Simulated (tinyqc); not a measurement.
Tunnelling through a gate dielectric, WKB transmission and Tsu-Esaki current: two steps of the calculation.

Electrons leave the emitter at x = 0. Energies E (motion across the layers) are in eV from the emitter Fermi level; the collector Fermi level lies at -V and offers states at every E. No charge in the dielectric and no image force: F1 = V/t1, U = phi1 - F1 x. With C = hbar^2/(2 m0), kappa = sqrt(m (U - E)/C) where U > E and 0 elsewhere; T(E) = exp(-S), S = 2 times the integral of kappa over x.

Parameters, values chosen for the exercise; dielectric values close to those of silicon dioxide:
```
symbol,value,unit,meaning
T,300,K,temperature
Ef,0.34,eV,Fermi energy of the emitter above its band bottom
me,0.69,m0,emitter mass in the supply function
phi1,3.15,eV,barrier of layer 1 above the emitter Fermi level at zero bias
m1,0.52,m0,tunnelling mass of layer 1
t1,3.7,nm,thickness of layer 1
V,3.7,V,voltage across the dielectric
E,0.11,eV,energy of the electron followed
nc,6,,cells in each layer
Ea,-0.34,eV,lower end of the energy grid
Eb,0.35,eV,upper end of the energy grid
nE,9,,points of the energy grid
```

Constants: q = 1.602176634e-19 C, kB = 1.380649e-23 J/K, hbar = 1.054571817e-34 J s, m0 = 9.1093837015e-31 kg, Vt = kB T/q, hbar^2/(2 m0) = 0.0380998212 eV nm^2. Results are converted to the units shown.

Task 1. WKB exponent by the midpoint rule. Cut each layer into nc equal cells, take U and kappa at the cell centres, and sum S = 2 sum kappa h.

Wanted: x; U; kappa; S; T(E).

Result 1.

```
cell	x (nm)	U (eV)	kappa (1/nm)
0	0.308	2.842	6.106
1	0.925	2.225	5.373
2	1.542	1.608	4.522
3	2.158	0.992	3.469
4	2.775	0.375	1.902
5	3.392	-0.242	0.000
```

S = 26.36
T(E) = 3.571e-12

Task 2. Current density on a coarse energy grid. Each layer adds (2/F) sqrt(m/C) [G(u at its left edge) - G(u at its right edge)] to S, with u = U - E (0 where negative) and G(u) = (2/3) u^1.5. The slope follows from 1/d = -dS/dE.

J = J0 times the integral of T(E) N(E) dE, N = ln[(1 + exp(-E/Vt))/(1 + exp((-E - V)/Vt))], J0 = q^2 me m0 kB T/(2 pi^2 hbar^3) (times 1e-4 for A/cm^2 per eV), by Simpson's rule on nE equally spaced points from Ea to Eb.

Give: E; T(E); N; T(E) N; J0; J.

Result 2.

```
point	E (eV)	T(E)	N	T(E) N
0	-0.34000	1.1281e-14	13.152	1.4836e-13
1	-0.25375	3.6828e-14	9.8155	3.6148e-13
2	-0.16750	1.1845e-13	6.4807	7.6765e-13
3	-0.08125	3.7528e-13	3.1851	1.1953e-12
4	0.00500	1.1709e-12	0.60111	7.0385e-13
5	0.09125	3.5972e-12	0.028892	1.0393e-13
6	0.17750	1.0879e-11	0.0010421	1.1337e-14
7	0.26375	3.2380e-11	3.7084e-5	1.2008e-15
8	0.35000	9.4829e-11	1.3190e-6	1.2508e-16
```

J0 = 2.8867e8 A/(cm^2 eV)
J = 8.1017e-5 A/cm^2

The integrand peaks at E = -0.0813 eV among these points.

Computed by the program tinyqc: `OMP_NUM_THREADS=1 python tinyqc.py 2540173 2540174 out.jsonl`, one thread of a shared Intel Xeon 2.30GHz, about 0.03 s for the whole run.
